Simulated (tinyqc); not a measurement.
Hot electrons in a saturated n-channel MOSFET, lucky-electron model: one step of the calculation.

Beyond pinch-off the lateral field grows as Esat cosh(y/l) over the velocity-saturated region (pseudo-two-dimensional model). Impact ionisation in this region gives the substrate current, which biases the body forward through Rsub. Currents are per width. Local-field laws: they overstate ionisation when the field peak is narrower than an energy relaxation length.

Task. Body bias from the substrate current. Cox = 3.9 eps0/tox. Overdrive g = Vg - VT + kb Vb; Vdsat = g Esat L/(g + Esat L); Id = Cox vs (g - Vdsat); dV = Vd - Id Rd - Vdsat; Em = sqrt((dV/l)^2 + Esat^2); Isub = Id (Ai/Bi) l Em exp(-Bi/Em). Vb(new) = Rsub Isub.

Values chosen for this exercise; values close to those of silicon n-channel devices: channel length L = 0.35 um; oxide thickness tox = 7.6 nm; threshold VT = 0.65 V; saturation velocity vs = 8.6e6 cm/s; ionisation prefactor Ai = 2e6 1/cm; ionisation field Bi = 1.75 MV/cm; resistance of the lightly doped drain Rd = 0 ohm um; substrate resistance Rsub = 2800 ohm um; fall of VT per volt of forward body bias kb = 0.46; drain voltage Vd = 2.2 V; gate voltage Vg = 0.9 V.

Constants: eps0 = 8.8541878128e-14 F/cm where lengths are in cm. Results are converted to the units shown.

Vb at the start = 0 V
l = 47.749346 nm
Esat = 0.046486486 MV/cm

Give: Vdsat; Id; dV; Em; Isub; Vb after iteration 1.

Result.

Vdsat = 0.21670 V
Id = 13.011 uA/um
dV = 1.9833 V
Em = 0.41795 MV/cm
Isub = 0.45077 uA/um
Vb after iteration 1 = 0.0012621 V

Numbers from tinyqc (`OMP_NUM_THREADS=1 python tinyqc.py 2550067 2550068 out.jsonl`; about 0.03 s on one thread of a shared Intel Xeon 2.30GHz).
